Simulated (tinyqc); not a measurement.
Inside a calculation. Method: ROHF in the sto-6g basis, for H4, spin multiplicity 3. Computed by tinyqc, a small Python program that keeps every step (integrals from PySCF). Settings: charge = 0, multiplicity = 3, basis = sto-6g, energy threshold = 1e-09, iteration cap = 79, orthogonalisation = symmetric, start = Wolfsberg-Helmholz matrix, DIIS depth = 0, method = ROHF. Command: `OMP_NUM_THREADS=1 python tinyqc.py 24432 24433 out.jsonl` (the two numbers bound the seeds that draw the settings). One thread of a shared host (Intel(R) Xeon(R) Processor @ 2.60GHz), about 0.05 s of CPU time with the checks. Later iterations appear only in the table of the cycle.

## One-electron integrals

Geometry (angstrom):
```
atom         x         y         z
H     0.000000  0.000000  0.000000
H     0.000000  0.000000  1.202000
H     0.000000  1.902000  0.000000
H     0.000000  1.902000  1.202000
```

Basis sto-6g: exponents (1/bohr^2) and contraction coefficients of normalised primitives:
```
element  l (shell)   exponent  coefficient
H            s (1)  35.523221     0.009164
H            s (1)   6.513144     0.049361
H            s (1)   1.822143     0.168538
H            s (1)   0.625955     0.370563
H            s (1)   0.243077     0.416492
H            s (1)   0.100112     0.130334
```

Overlap, kinetic and nuclear-attraction integrals over the contracted functions; the nuclear repulsion is the sum of Za Zb / Rab.

nuclear repulsion = 1.90732146 hartree

overlap S:
```
          1H 1s     2H 1s     3H 1s     4H 1s
1H 1s  1.000000  0.386422  0.140083  0.079725
2H 1s  0.386422  1.000000  0.079725  0.140083
3H 1s  0.140083  0.079725  1.000000  0.386422
4H 1s  0.079725  0.140083  0.386422  1.000000
```

kinetic energy T (hartree):
```
           1H 1s      2H 1s      3H 1s      4H 1s
1H 1s   0.768522   0.053860  -0.010378  -0.011856
2H 1s   0.053860   0.768522  -0.011856  -0.010378
3H 1s  -0.010378  -0.011856   0.768522   0.053860
4H 1s  -0.011856  -0.010378   0.053860   0.768522
```

nuclear attraction V (hartree):
```
           1H 1s      2H 1s      3H 1s      4H 1s
1H 1s  -2.186967  -0.769535  -0.252597  -0.147294
2H 1s  -0.769535  -2.186967  -0.147294  -0.252597
3H 1s  -0.252597  -0.147294  -2.186967  -0.769535
4H 1s  -0.147294  -0.252597  -0.769535  -2.186967
```

core Hamiltonian H = T + V (hartree):
```
           1H 1s      2H 1s      3H 1s      4H 1s
1H 1s  -1.418445  -0.715676  -0.262975  -0.159149
2H 1s  -0.715676  -1.418445  -0.159149  -0.262975
3H 1s  -0.262975  -0.159149  -1.418445  -0.715676
4H 1s  -0.159149  -0.262975  -0.715676  -1.418445
```

## Two-electron integrals

Functions are numbered as in S; the eight-fold symmetry (ij|kl) = (ji|kl) = (kl|ij) leaves the list below.

Two-electron integrals (ij|kl) in chemists' order, unique and non-zero (hartree):
```
(11|11) 0.774999   (21|11) 0.226320   (21|21) 0.090907   (22|11) 0.417338
(22|21) 0.226320   (22|22) 0.774999   (31|11) 0.066903   (31|21) 0.022253
(31|22) 0.046598   (31|31) 0.010176   (32|11) 0.031836   (32|21) 0.013330
(32|22) 0.034713   (32|31) 0.005076   (32|32) 0.003069   (33|11) 0.276845
(33|21) 0.101313   (33|22) 0.234860   (33|31) 0.066903   (33|32) 0.034713
(33|33) 0.774999   (41|11) 0.034713   (41|21) 0.013330   (41|22) 0.031836
(41|31) 0.005076   (41|32) 0.003009   (41|33) 0.031836   (41|41) 0.003069
(42|11) 0.046598   (42|21) 0.022253   (42|22) 0.066903   (42|31) 0.007139
(42|32) 0.005076   (42|33) 0.046598   (42|41) 0.005076   (42|42) 0.010176
(43|11) 0.101313   (43|21) 0.040393   (43|22) 0.101313   (43|31) 0.022253
(43|32) 0.013330   (43|33) 0.226320   (43|41) 0.013330   (43|42) 0.022253
(43|43) 0.090907   (44|11) 0.234860   (44|21) 0.101313   (44|22) 0.276845
(44|31) 0.046598   (44|32) 0.031836   (44|33) 0.417338   (44|41) 0.034713
(44|42) 0.066903   (44|43) 0.226320   (44|44) 0.774999
```

## Orthogonalisation

S = U s U^T; symmetric (Loewdin) form X = U s^(-1/2) U^T, so that X^T S X = 1.

eigenvalues of S: 0.553220  0.673935  1.166614  1.606230

X:
```
           1H 1s      2H 1s      3H 1s      4H 1s
1H 1s   1.069367  -0.211929  -0.065788  -0.002615
2H 1s  -0.211929   1.069367  -0.002615  -0.065788
3H 1s  -0.065788  -0.002615   1.069367  -0.211929
4H 1s  -0.002615  -0.065788  -0.211929   1.069367
```

## Starting guess

The start is the generalised Wolfsberg-Helmholz matrix (K = 1.75) built on H; D(s) = C_occ C_occ^T for each spin.

D(alpha) at the start:
```
           1H 1s      2H 1s      3H 1s      4H 1s
1H 1s   0.740895  -0.001016   0.312304  -0.429607
2H 1s  -0.001016   0.740895  -0.429607   0.312304
3H 1s   0.312304  -0.429607   0.740895  -0.001016
4H 1s  -0.429607   0.312304  -0.001016   0.740895
```

D(beta) at the start:
```
          1H 1s     2H 1s     3H 1s     4H 1s
1H 1s  0.155644  0.155644  0.155644  0.155644
2H 1s  0.155644  0.155644  0.155644  0.155644
3H 1s  0.155644  0.155644  0.155644  0.155644
4H 1s  0.155644  0.155644  0.155644  0.155644
```

## Iteration 1: building the Fock matrix

J_ij = sum D_kl (ij|kl) with D = D(alpha) + D(beta), K_ij = sum D_kl (ik|jl) for each spin; F = H + J - K(s); E = tr D H + tr D J / 2 - 0.5 sum_s tr D(s) K(s) + E_nn.

Coulomb J (hartree):
```
          1H 1s     2H 1s     3H 1s     4H 1s
1H 1s  1.698824  0.655123  0.227923  0.133743
2H 1s  0.655123  1.698824  0.133743  0.227923
3H 1s  0.227923  0.133743  1.698824  0.655123
4H 1s  0.133743  0.227923  0.655123  1.698824
```

exchange K(alpha) (hartree):
```
          1H 1s     2H 1s     3H 1s     4H 1s
1H 1s  0.652055  0.324648  0.130560  0.028105
2H 1s  0.324648  0.652055  0.028105  0.130560
3H 1s  0.130560  0.028105  0.652055  0.324648
4H 1s  0.028105  0.130560  0.324648  0.652055
```

exchange K(beta) (hartree):
```
          1H 1s     2H 1s     3H 1s     4H 1s
1H 1s  0.251574  0.188208  0.126359  0.113936
2H 1s  0.188208  0.251574  0.113936  0.126359
3H 1s  0.126359  0.113936  0.251574  0.188208
4H 1s  0.113936  0.126359  0.188208  0.251574
```

F(alpha) (hartree):
```
           1H 1s      2H 1s      3H 1s      4H 1s
1H 1s  -0.371676  -0.385201  -0.165612  -0.053511
2H 1s  -0.385201  -0.371676  -0.053511  -0.165612
3H 1s  -0.165612  -0.053511  -0.371676  -0.385201
4H 1s  -0.053511  -0.165612  -0.385201  -0.371676
```

F(beta) (hartree):
```
           1H 1s      2H 1s      3H 1s      4H 1s
1H 1s   0.028805  -0.248761  -0.161411  -0.139342
2H 1s  -0.248761   0.028805  -0.139342  -0.161411
3H 1s  -0.161411  -0.139342   0.028805  -0.248761
4H 1s  -0.139342  -0.161411  -0.248761   0.028805
```

total energy of this density = -1.78582108 hartree

## Iteration 1: Roothaan effective Fock matrix

With projectors Pc = D(beta) S, Po = (D(alpha) - D(beta)) S, Pv = 1 - D(alpha) S, the block xy is Px^T F Py; with Fc = (F(alpha) + F(beta))/2, the blocks are Fc for cc, oo, vv and cv, F(beta) for co and F(alpha) for ov.

effective F (hartree):
```
           1H 1s      2H 1s      3H 1s      4H 1s
1H 1s  -0.171435  -0.316981  -0.163512  -0.096426
2H 1s  -0.316981  -0.171435  -0.096426  -0.163512
3H 1s  -0.163512  -0.096426  -0.171435  -0.316981
4H 1s  -0.096426  -0.163512  -0.316981  -0.171435
```

## Iteration 1: diagonalisation and new density

Diagonalise F' = X^T F X, C = X C', fill 3 alpha and 1 beta electrons from the bottom; D(s) = C_occ C_occ^T. Each column has its largest component positive (the first on a tie).

F' = X^T F X (hartree):
```
           1          2          3          4
1  -0.040246  -0.290632  -0.134498  -0.000532
2  -0.290632  -0.040246  -0.000532  -0.134498
3  -0.134498  -0.000532  -0.040246  -0.290632
4  -0.000532  -0.134498  -0.290632  -0.040246
```

orbital energies (hartree): MO1 -0.465907, MO2 -0.195847, MO3 0.116421, MO4 0.384351

coefficients C:
```
            MO1        MO2        MO3        MO4
1H 1s  0.394517   0.462920   0.609061   0.672235
2H 1s  0.394517   0.462920  -0.609061  -0.672235
3H 1s  0.394517  -0.462920   0.609061  -0.672235
4H 1s  0.394517  -0.462920  -0.609061   0.672235
```

D(alpha) after iteration 1:
```
           1H 1s      2H 1s      3H 1s      4H 1s
1H 1s   0.740895  -0.001016   0.312304  -0.429607
2H 1s  -0.001016   0.740895  -0.429607   0.312304
3H 1s   0.312304  -0.429607   0.740895  -0.001016
4H 1s  -0.429607   0.312304  -0.001016   0.740895
```

D(beta) after iteration 1:
```
          1H 1s     2H 1s     3H 1s     4H 1s
1H 1s  0.155644  0.155644  0.155644  0.155644
2H 1s  0.155644  0.155644  0.155644  0.155644
3H 1s  0.155644  0.155644  0.155644  0.155644
4H 1s  0.155644  0.155644  0.155644  0.155644
```

## Iteration 2: building the Fock matrix

As before.

Coulomb J (hartree):
```
          1H 1s     2H 1s     3H 1s     4H 1s
1H 1s  1.698824  0.655123  0.227923  0.133743
2H 1s  0.655123  1.698824  0.133743  0.227923
3H 1s  0.227923  0.133743  1.698824  0.655123
4H 1s  0.133743  0.227923  0.655123  1.698824
```

exchange K(alpha) (hartree):
```
          1H 1s     2H 1s     3H 1s     4H 1s
1H 1s  0.652055  0.324648  0.130560  0.028105
2H 1s  0.324648  0.652055  0.028105  0.130560
3H 1s  0.130560  0.028105  0.652055  0.324648
4H 1s  0.028105  0.130560  0.324648  0.652055
```

exchange K(beta) (hartree):
```
          1H 1s     2H 1s     3H 1s     4H 1s
1H 1s  0.251574  0.188208  0.126359  0.113936
2H 1s  0.188208  0.251574  0.113936  0.126359
3H 1s  0.126359  0.113936  0.251574  0.188208
4H 1s  0.113936  0.126359  0.188208  0.251574
```

F(alpha) (hartree):
```
           1H 1s      2H 1s      3H 1s      4H 1s
1H 1s  -0.371676  -0.385201  -0.165612  -0.053511
2H 1s  -0.385201  -0.371676  -0.053511  -0.165612
3H 1s  -0.165612  -0.053511  -0.371676  -0.385201
4H 1s  -0.053511  -0.165612  -0.385201  -0.371676
```

F(beta) (hartree):
```
           1H 1s      2H 1s      3H 1s      4H 1s
1H 1s   0.028805  -0.248761  -0.161411  -0.139342
2H 1s  -0.248761   0.028805  -0.139342  -0.161411
3H 1s  -0.161411  -0.139342   0.028805  -0.248761
4H 1s  -0.139342  -0.161411  -0.248761   0.028805
```

total energy of this density = -1.78582108 hartree

## Iteration 2: Roothaan effective Fock matrix

As before.

effective F (hartree):
```
           1H 1s      2H 1s      3H 1s      4H 1s
1H 1s  -0.171435  -0.316981  -0.163512  -0.096426
2H 1s  -0.316981  -0.171435  -0.096426  -0.163512
3H 1s  -0.163512  -0.096426  -0.171435  -0.316981
4H 1s  -0.096426  -0.163512  -0.316981  -0.171435
```

## Iteration 2 (converged): orbitals

As before.

F' = X^T F X (hartree):
```
           1          2          3          4
1  -0.040246  -0.290632  -0.134498  -0.000532
2  -0.290632  -0.040246  -0.000532  -0.134498
3  -0.134498  -0.000532  -0.040246  -0.290632
4  -0.000532  -0.134498  -0.290632  -0.040246
```

orbital energies (hartree): MO1 -0.465907, MO2 -0.195847, MO3 0.116421, MO4 0.384351

coefficients C:
```
            MO1        MO2        MO3        MO4
1H 1s  0.394517   0.462920   0.609061   0.672235
2H 1s  0.394517   0.462920  -0.609061  -0.672235
3H 1s  0.394517  -0.462920   0.609061  -0.672235
4H 1s  0.394517  -0.462920  -0.609061   0.672235
```

D(alpha) after iteration 2:
```
           1H 1s      2H 1s      3H 1s      4H 1s
1H 1s   0.740895  -0.001016   0.312304  -0.429607
2H 1s  -0.001016   0.740895  -0.429607   0.312304
3H 1s   0.312304  -0.429607   0.740895  -0.001016
4H 1s  -0.429607   0.312304  -0.001016   0.740895
```

D(beta) after iteration 2:
```
          1H 1s     2H 1s     3H 1s     4H 1s
1H 1s  0.155644  0.155644  0.155644  0.155644
2H 1s  0.155644  0.155644  0.155644  0.155644
3H 1s  0.155644  0.155644  0.155644  0.155644
4H 1s  0.155644  0.155644  0.155644  0.155644
```

## Convergence

Stop when the energy changes by less than 1e-09 hartree and every element of the error matrix X^T (F D S - S D F) X is below 9e-06.

Course of the cycle:
```
iteration  E (hartree)    change  largest element of the error matrix
1          -1.78582108         -                             1.56e-15
2          -1.78582108  1.78e-15                             1.31e-15
```

PySCF ROHF in the same basis = -1.78582108 hartree

Converged in 2 iterations.

## Populations, bond orders and dipole

Mulliken: Z minus the diagonal of D S on the atom; Loewdin: the same with S^(1/2) D S^(1/2); Mayer order: 2 sum_s sum (D(s) S)_ij (D(s) S)_ji over the two atoms.

Charges (e):
```
atom  Mulliken  Loewdin  Mulliken spin
1H           0        0       0.500000
2H    0.000000        0       0.500000
3H           0        0       0.500000
4H           0        0       0.500000
```

Mayer bond orders:
```
pair     order
2-1   0.250000
3-1   0.250000
3-2   0.250000
4-1   0.250000
4-2   0.250000
4-3   0.250000
```

dipole moment about the origin, x y z (debye): 0.000000  0.000000  0.000000
